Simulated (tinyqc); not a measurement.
Non-radiative capture by multiphonon emission, one effective mode: one step, computed by the program tinyqc. Command: `OMP_NUM_THREADS=1 python tinyqc.py 3023321 3023322 out.jsonl capture walk`. One thread of a shared host (Intel(R) Xeon(R) Processor @ 2.30GHz), about 0.02 s of CPU time with the checks.

The initial state (free carrier plus empty centre) lies dE above the final state; both have the same frequency and are displaced by dQ.

Problem. Scaled coefficient, cross-section and lifetime. Sommerfeld factor of an attractive centre: s(k) = 2 pi nu/(1 - exp(-2 pi nu)), nu = sqrt(Ry*/E), Ry* = Ry m/eps^2, averaged over (2/sqrt(pi)) sqrt(x) exp(-x) dx with x = E/k_B T = t^2 (trapezoid, t to 6 in steps of 0.01). C = s C_0; v = sqrt(3 k_B T/m); sigma = C/v; tau = 1/(C N_t).

Inputs (values chosen for the exercise, with mass, screening and phonons like those of GaP):
```
quantity                 value   unit
carrier mass m           0.485    m_0
dielectric constant eps   10.9      -
temperature T              200      K
defect density N_t       9e+13  cm^-3
```

Centre: attractive.

C_0 = 4.128408e-13 cm^3/s

Constants: Ry = 13.605693123 eV; k_B = 8.617333262e-05 eV/K; k_B = 1.380649e-23 J/K; m_0 = 9.1093837015e-31 kg.

Give: Sommerfeld factor s; capture coefficient C; thermal velocity v; cross-section sigma; capture time.

Solution.

Sommerfeld factor s = 12.73

capture coefficient C = 5.256e-12 cm^3/s

thermal velocity v = 1.369e+07 cm/s

cross-section sigma = 3.838e-19 cm^2

capture time = 0.002114 s

Caution: the largest term is not the one nearest energy conservation, so C_0 depends strongly on the broadening b.
